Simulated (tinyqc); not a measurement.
## Capacitances against the relative permittivity between the lines

Endless row of lines of width wl, height tl and space sl between grounded planes at distance hd; e2 fills the gaps beside the lines, e1 the rest. Laplace's equation is solved on meshes of 3, 6 and 12 steps per unit u and extrapolated (Aitken), which is good to about 0.2 %. C_even (all lines at 1 V) is the capacitance Cg to the planes; C_odd (neighbours in antiphase) = Cg + 4 Cc if only nearest neighbours couple, which defines Cc; total with quiet neighbours Cg + 2 Cc. Plate values 2 eps0 e1 wl/hd and eps0 e2 tl/sl.

Inputs (values chosen for the exercise): relative permittivity above and below the lines e1 = 2.4; line width, in units u wl = 6 u; line height tl = 8 u; space between lines sl = 8 u; distance to each plane hd = 6 u.

Constants: eps0 = 8.8541878128e-12 F/m. Results are converted to the units shown.

The same in every row: plate Cg (aF/um) = 42.5.

Capacitances against the relative permittivity between the lines:
```
e2   Cg (aF/um)  Cc (aF/um)  Cg + 2 Cc (aF/um)  C_odd (aF/um)  plate Cc (aF/um)  share of coupling, 2 Cc/(Cg + 2 Cc) (%)
1          82.0        10.9                104            126              8.85                                     21.0
1.5        84.4        14.9                114            144              13.3                                     26.1
2          86.2        19.1                124            163              17.7                                     30.7
2.5        87.6        23.3                134            181              22.1                                     34.7
3          88.8        27.5                144            199              26.6                                     38.3
3.9        90.3        35.3                161            231              34.5                                     43.8
5          91.7        44.8                181            271              44.3                                     49.4
7          93.3        62.2                218            342              62.0                                     57.1
```

As e2 goes from 1 to 7, Cg rises from 82.0 to 93.3 aF/um, Cc rises from 10.9 to 62.2 aF/um and the share of coupling rises from 21.0 to 57.1 %. Cg is 1.93 times its plate value in the first row and 2.20 times in the last; for Cc the ratios are 1.23 and 1.00. Neighbours in antiphase raise the load by a factor of 1.21 and 1.57 over quiet ones.

Computed by the program tinyqc: `OMP_NUM_THREADS=1 python tinyqc.py 2790188 2790189 out.jsonl`, one thread of a shared Intel Xeon 2.30GHz, about 1 s for the whole run.
